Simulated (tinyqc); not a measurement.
# Short-channel transistor, virtual-source model with series resistance: effects of single changes

The current per gate width is the charge at the top of the source barrier (the virtual source) times its velocity times a saturation function; al and be are fitting constants of the model. Units: I in uA/um, Rs in ohm um, so I Rs = 1e-6 I Rs in volts; Q in uC/cm^2, so I = 1e-4 Q vx0 Fsat with vx0 in cm/s.

Inputs (values chosen for the exercise): temperature T = 250 K; inversion capacitance Cinv = 1.31 uF/cm^2; velocity at the virtual source vx0 = 1.46e7 cm/s; apparent mobility mu = 1000 cm^2/(V s); channel length L = 65 nm; threshold at zero drain voltage VT0 = 0.306 V; drain-induced barrier lowering dl = 0.073 V/V; subthreshold factor n0 = 1.37; growth of n with drain voltage nd = 0.2 1/V; threshold shift (in units of Vt) from weak to strong inversion al = 3.5; sharpness of saturation be = 1.6; series resistance of each contact Rs = 50 ohm um.

Constants: q = 1.602176634e-19 C, kB = 1.380649e-23 J/K, Vt = kB T/q. Results are converted to the units shown.

Each table varies one quantity; the others keep the values above.

## Effect of the velocity at the virtual source on the on and off currents

Intrinsic voltages Vg' = Vgs - I Rs, Vd' = Vds - 2 I Rs. n = n0 + nd Vd', VT = VT0 - dl Vd', Ff = 1/(1 + exp((Vg' - VT + al Vt/2)/(al Vt))), Q = Cinv n Vt ln(1 + exp((Vg' - VT + al Vt Ff)/(n Vt))), Vdsat = (vx0 L/mu)(1 - Ff) + Vt Ff, Fsat = u/(1 + u^be)^(1/be) with u = Vd'/Vdsat, and I = Q vx0 Fsat per width. I is solved self-consistently. Ion is I at Vgs = Vds = 0.5 V, Ioff at Vgs = 0, Vds = 0.5 V, and Rlin = Vds/I at Vgs = 0.5 V, Vds = 0.05 V.

Effect of the velocity at the virtual source on the on and off currents:
```
vx0 (cm/s)  Ion (uA/um)  Ioff (nA/um)  log10(Ion/Ioff)  Rlin (ohm um)
5e6              145.86        40.466           3.5569         539.23
7.1e6            202.96        57.450           3.5481         458.37
1e7              277.57        80.890           3.5355         411.33
1.4e7            372.43        113.20           3.5172         384.13
2e7              497.75        161.60           3.4886         367.45
2.8e7            635.87        226.04           3.4492         358.37
4e7              791.82        322.45           3.3902         352.78
```

Read the table: what changes, and by how much?

As vx0 goes from 5e6 to 4e7 cm/s, Ion rises from 146 to 792 uA/um, Ioff rises from 40.5 to 322 nA/um and Rlin falls from 539 to 353 ohm um. Ion changes by a factor of 5.43 and Ioff by 7.97.

## Effect of the series resistance of each contact on the on and off currents

Same model as above.

Result of one run:
```
Rs (ohm um)  Ion (uA/um)  Ioff (nA/um)  log10(Ion/Ioff)  Rlin (ohm um)
300                262.6         117.9            3.348          870.7
```

What becomes of these results when the series resistance of each contact Rs is changed from 300 to 100 ohm um, all else the same?

Result of the changed run:
```
Rs (ohm um)  Ion (uA/um)  Ioff (nA/um)  log10(Ion/Ioff)  Rlin (ohm um)
100                352.2         118.0            3.475          476.5
```

The whole series:
```
Rs (ohm um)  Ion (uA/um)  Ioff (nA/um)  log10(Ion/Ioff)  Rlin (ohm um)
0                  427.1         118.1            3.558          292.0
25                 405.4         118.1            3.536          335.9
50                 385.9         118.0            3.514          381.6
100                352.2         118.0            3.475          476.5
150                324.2         118.0            3.439          573.8
200                300.5         118.0            3.406          672.2
300                262.6         117.9            3.348          870.7
400                233.6         117.9            3.297           1070
```

As Rs goes from 0 to 400 ohm um, Ion falls from 427 to 234 uA/um, Ioff stays near 118 nA/um and Rlin rises from 292 to 1070 ohm um. Ion changes by a factor of 0.547 and Ioff by 0.998. The off current drops so little voltage over Rs that it changes by under 1 %.

Program tinyqc, `OMP_NUM_THREADS=1 python tinyqc.py 2380119 2380120 out.jsonl`; Intel Xeon 2.30GHz, shared host, one thread, about 0.01 s.
